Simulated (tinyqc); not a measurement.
What moves the efficiency: defect, radiative and Auger recombination at equal electron and hole densities (ABC model).

J/(e d) = Ae n + B n^2 + C n^3 with Ae = A + 4 S/w (four side walls, carriers spread evenly), e = 1.602176634e-19 C, lengths in cm; internal efficiency IQE = B n^2/(Ae n + B n^2 + C n^3); all injected carriers recombine in the layer.

Parameters, chosen for this exercise (orders of magnitude like those quoted for Ge; shifted at random, so the results belong to these values and not to a real crystal): A = 26000 1/s (defect rate); B = 7.2e-14 cm^3/s (radiative coefficient); C = 2.4e-31 cm^6/s (Auger coefficient); S = 0 cm/s (recombination velocity of the side walls); w = 10 micrometre (side of the square mesa); d = 370 nm (active thickness); J = 0.77 A/cm^2 (current density).

IQE_max = Q/(Q + 2) with Q = B/sqrt(Ae C), reached at n = sqrt(Ae/C). Each row changes one parameter from the base and keeps the others.

Results:

| case | n (1/cm^3) | IQE | IQE_max | J at the peak (A/cm^2) |
|---|---|---|---|---|
| base | 6.875e+17 | 0.2620 | 0.3131 | 0.148 |
| A = 52000 1/s | 6.495e+17 | 0.2338 | 0.2437 | 0.379 |
| B = 1.08e-13 cm^3/s | 6.531e+17 | 0.3546 | 0.4060 | 0.171 |
| C = 4.8e-31 cm^6/s | 5.748e+17 | 0.1831 | 0.2437 | 0.0949 |
| d = 740 nm | 5.139e+17 | 0.2928 | 0.3131 | 0.295 |
| J = 2.31 A/cm^2 | 1.055e+18 | 0.2058 | 0.3131 | 0.148 |

The largest shifts from the base row, up to three for each result and ties (the steps differ in size, so this ranks the rows, not the parameters). n (1/cm^3): J +3.68e+17, d -1.74e+17, C -1.13e+17. IQE: B +0.0926, C -0.0789, J -0.0562. IQE_max: B +0.0930, A -0.0693, C -0.0693; unchanged at the printed digits by d and J. J at the peak (A/cm^2): A +0.232, d +0.148, C -0.0528; unchanged at the printed digits by J.

tinyqc: `OMP_NUM_THREADS=1 python tinyqc.py 1651302 1651303 out.jsonl`; about 0.01 s, one thread, shared Intel(R) Xeon(R) Processor @ 2.30GHz.
